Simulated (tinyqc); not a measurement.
What moves the results: Fermi-Dirac statistics of conduction electrons. A value that a table varies takes the place of the one given here.

Non-parabolic band E (1 + alpha E) = c k^2/m: n = Nc (2/sqrt(pi)) integral_0^infinity sqrt(x (1 + a x)) (1 + 2 a x) dx/(1 + exp(x - eta)) with a = alpha kT and eta = (EF - Ec)/kT; a = 0 gives n = Nc F_1/2(eta).

Constants: hbar^2/2m0 = 3.80998211 eV angstrom^2; kB = 8.617333262e-05 eV/K.

Parameters, chosen for this exercise (near those of Si, lowest valleys alone; not measured data):
```
symbol  value    unit      meaning
m       1.0629   m0        density-of-states mass of the conduction band
T       200      K
alpha   0.52     1/eV      non-parabolicity
m1      0.19     m0        mass of one isotropic band with spin
L       30       angstrom  confinement length used to compare densities
n       3.9e+19  1/cm^3    electron density
```

## Parabolic against non-parabolic filling

N = 2 (m kB T/(4 pi c))^(3/2) with c = hbar^2/2m0, in 1/angstrom^3; times 1e24 for 1/cm^3. k_F = (3 pi^2 n)^(1/3) and the energy E0 that solves E (1 + alpha E) = c k_F^2/m give the limit of zero temperature.

EF - Ec (meV):
```
n (1/cm^3)  parabolic  non-parabolic  non-parabolic, 0 K
1.0e+18         -46.2          -46.8                 3.4
6.0e+18         -13.3          -14.0                11.3
2.0e+19          13.0           12.0                25.0
7.0e+19          53.4           51.1                56.6
2.0e+20         115.2          108.1               110.9
7.0e+20         269.6          238.9               240.4
```

Non-parabolicity lowers EF by 0.6 meV at the lowest density and by 30.7 meV at the highest, where alpha (EF - Ec) = 0.12. Temperature lowers EF below its 0 K value by 50.2 meV at the lowest density and by 1.5 meV at the highest. EF enters the band between 6e+18 and 2e+19 1/cm^3.

## Dimension (statistics of electrons in three, two and one dimensions)

One band edge at E = 0, lambda = sqrt(4 pi c/(m1 kT)) with c = hbar^2/2m0. Densities with spin: n3 = (2/lambda^3) F_1/2(eta), n2 = (2/lambda^2) F_0(eta) with F_0 = ln(1 + exp(eta)), n1 = (2/lambda) F_-1/2(eta). F_j(eta) = (1/Gamma(j + 1)) integral_0^infinity x^j dx/(1 + exp(x - eta)), which tends to exp(eta) for eta << 0.

The last two columns turn the sheet and line densities into volume densities, n2/L and n1/L^2, over n3.

Densities:
```
eta  n3 (1/cm^3)  n2 (1/cm^2)  n1 (1/cm)  (n2/L)/n3  (n1/L^2)/n3
-4      2.06e+16     2.48e+10   2.99e+04       4.02         16.1
-2      1.46e+17     1.74e+11   2.05e+05       3.96         15.5
-1      3.71e+17     4.29e+11   4.86e+05       3.85         14.6
0       8.66e+17     9.48e+11   1.00e+06       3.65         12.8
1       1.78e+18     1.80e+12   1.70e+06       3.36         10.6
2       3.19e+18     2.91e+12   2.42e+06       3.04         8.42
4       7.37e+18     5.50e+12   3.62e+06       2.49         5.45
8       1.96e+19     1.09e+13   5.24e+06       1.86         2.97
```

lambda = 120.9 angstrom

Far below the edge all three follow exp(eta), and the ratios tend to lambda/L = 4.031 and its square. From eta = 4 to 8 the densities grow by 2.67, 1.99 and 1.45, near the powers 2^(3/2), 2 and 2^(1/2) that the densities of states E^(1/2), E^0 and E^(-1/2) give. One subband serves while EF stays several kT below the second, 38.3 kT up for hard walls; rows with a larger eta, if any, overfill it.

## What moves the Fermi level

N = 2 (m kB T/(4 pi c))^(3/2) with c = hbar^2/2m0, in 1/angstrom^3; times 1e24 for 1/cm^3. Each row changes one parameter from the base and keeps the others.

Results:
```
case                 parabolic EF - Ec (meV)  non-parabolic EF - Ec (meV)
base                                   31.84                        30.35
m = 0.9566 m0                          37.10                        35.42
T = 250 K                              27.27                        25.40
n = 1.95e+19 1/cm^3                    12.36                        11.36
alpha = 0.78 1/eV                      31.84                        29.64
```

The largest shifts from the base row, up to three for each result and ties (the steps differ in size, so this ranks the rows, not the parameters). parabolic EF - Ec (meV): n -19.49, m +5.25, T -4.57; unchanged at the printed digits by alpha. non-parabolic EF - Ec (meV): n -18.99, m +5.07, T -4.95.

Run: tinyqc, `OMP_NUM_THREADS=1 python tinyqc.py 1652043 1652044 out.jsonl`; Intel(R) Xeon(R) Processor @ 2.30GHz, one thread, shared host; about 0.01 s of CPU time with all checks.
